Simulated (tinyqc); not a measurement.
Heisenberg magnet: exchange from energy differences, ordering vector, linear spin waves and ordering temperature: one step, computed by the program tinyqc. Command: `OMP_NUM_THREADS=1 python tinyqc.py 3001778 3001779 out.jsonl magnon walk`. One thread of a shared host (Intel(R) Xeon(R) Processor @ 2.30GHz), about 0.1 s of CPU time with the checks.

H = -sum over pairs <ij> J_ij S_i.S_j - K sum_i (S_i^z)^2, each pair once, J > 0 ferromagnetic. First neighbours: 12 at a (0.5, 0.5, 0), second: 6 at a (1, 0, 0), with all permutations and signs.

Task: Energies of ordered states. J(q) = J1 g1(q) + J2 g2(q), g_s(q) = sum over shell s of cos(q.R). A classical spiral or collinear state of wave vector Q has the exchange energy -(S^2/2) J(Q) per site.

Inputs (values chosen for the exercise, for a model magnet): exchange J1 = 2.11 meV; exchange J2 = 0.75 meV; spin S = 2.5.

Lattice: fcc.

Give: States, Q in 2 pi/a.

Result:

States, Q in 2 pi/a:

| Q | g1 | g2 | energy (meV/site) |
|---|---|---|---|
| G (0, 0, 0) | 12 | 6 | -93.1875 |
| X (1, 0, 0) | -4 | 6 | 12.3125 |
| L (0.5, 0.5, 0.5) | 0 | -6 | 14.0625 |
| W (1, 0.5, 0) | -4 | 2 | 21.6875 |

The lowest of these is G (0, 0, 0), 105.500 meV per site below X (1, 0, 0).
